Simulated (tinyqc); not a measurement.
Etch lag against aspect ratio: ion-assisted plasma etching: sheath, surface coverage, synergy and aspect-ratio dependence. Computed by tinyqc, a small Python program. Command: `OMP_NUM_THREADS=1 python tinyqc.py 3028457 3028458 out.jsonl etch walk`. One thread of a shared host (Intel(R) Xeon(R) Processor @ 2.30GHz), about 0.07 s of CPU time with the checks.

Radicals adsorb on bare sites; ions remove covered sites with a high yield and bare sites by sputtering; a slow spontaneous reaction acts everywhere, walls included.

Inputs (values chosen for the exercise, close to those used for silicon in a halogen plasma): plasma density n_e = 8.5e+09 1/cm^3; electron temperature T_e = 4.1 eV; ion mass M_i = 71 u; sheath voltage V = 490 V; radical density n = 1.8e+13 1/cm^3; radical mass M_n = 35.5 u; gas temperature T_g = 350 K; sticking coefficient s = 0.17; radicals per removed unit x = 4; yield slope b = 0.081 eV^(-1/2); threshold E_th = 7.9 eV; sputter slope b_p = 0.03 eV^(-1/2); sputter threshold E_p = 33 eV; spontaneous reaction probability k_c = 0.00012; solid density N = 5e+22 1/cm^3; ion temperature T_i = 0.37 eV.

Feature: round hole.

Constants: e = 1.602176634e-19 C; u = 1.6605390666e-27 kg; k_B = 1.380649e-23 J/K; eps_0 = 8.8541878128e-12 F/m.

Method:
- Bohm speed u_B = sqrt(e T_e/M_i); ion flux G_i = 0.61 n_e u_B; radical flux G_n = n c/4 with c = sqrt(8 k_B T_g/(pi M_n)).
- Debye length lambda_D = sqrt(eps_0 T_e/(e n_s)) with n_s = 0.61 n_e, T_e in volts; Child-law sheath d = (sqrt2/3) lambda_D (2 V/T_e)^(3/4); ion energy E = V + T_e/2; angular spread = arctan(sqrt(T_i/E)).
- Yields: Y = b (sqrt(E) - sqrt(E_th)) on covered sites, Y_p = b_p (sqrt(E) - sqrt(E_p)) on bare ones (zero below threshold).
- Steady coverage: s G_n (1 - theta) = x Y G_i theta; removal flux = Y G_i theta + Y_p G_i (1 - theta) + k_c G_n; rate = flux/N, 1 cm/s = 6e8 nm/min.
- Lateral rate = k_c G_n/N; anisotropy = 1 - lateral/vertical; synergy = vertical/(ions alone + radicals alone), with ions alone Y_p G_i/N and radicals alone the lateral rate.
- Transmission of a round hole: K = 1/(1 + 3A/4), walls that scatter diffusely without loss. With a loss probability S = s (1 - theta) at the floor, G_b/G_n = K/(K + S - K S); theta follows G_b, and the two are solved together. Ions are taken to reach the floor unshadowed; G_b replaces G_n in every term of the rate; A is depth over diameter.

yield Y = 1.56909

sputter yield Y_p = 0.493129

ion flux G_i = 1.22389e+15 1/(cm^2 s)

radical flux G_n = 2.05598e+17 1/(cm^2 s)

vertical rate = 20.4936 nm/min

coverage theta = 0.819822

Floor of the feature:
```
A            K  G_b/G_n    theta  rate (nm/min)  relative rate
0.5    0.72727  0.98854  0.81811         20.463        0.99852
1.0    0.57143  0.97712  0.81638         20.432        0.99701
2.0    0.40000  0.95445  0.81283         20.370        0.99395
5.0    0.21053  0.88770  0.80155         20.172        0.98429
10.0   0.11765  0.78130  0.78046         19.807        0.96649
20.0   0.06250  0.59141  0.72907         18.938        0.92412
50.0   0.02597  0.25184  0.53399         15.755        0.76879
100.0  0.01316  0.10341  0.31997         12.329        0.60161
```

What follows from these numbers?

K falls by a factor 55.3 over the rows and the rate by 1.66. Among these rows the rate stays within 10 % of the open-field value up to A = 20, as near saturation the coverage changes little when G_b falls. Caution: a sheath of several millimetres is collisional at usual pressures, which lowers the ion energy and widens the angles. Caution: rows with A above about 1/(2 tan(ion spread)) or 1/sqrt(k_c), often 10 to 30, are formal: ion shadowing, radical loss on the walls, redeposition of sputtered material and, in fluorocarbon plasmas, polymer growth are left out and add to the lag.
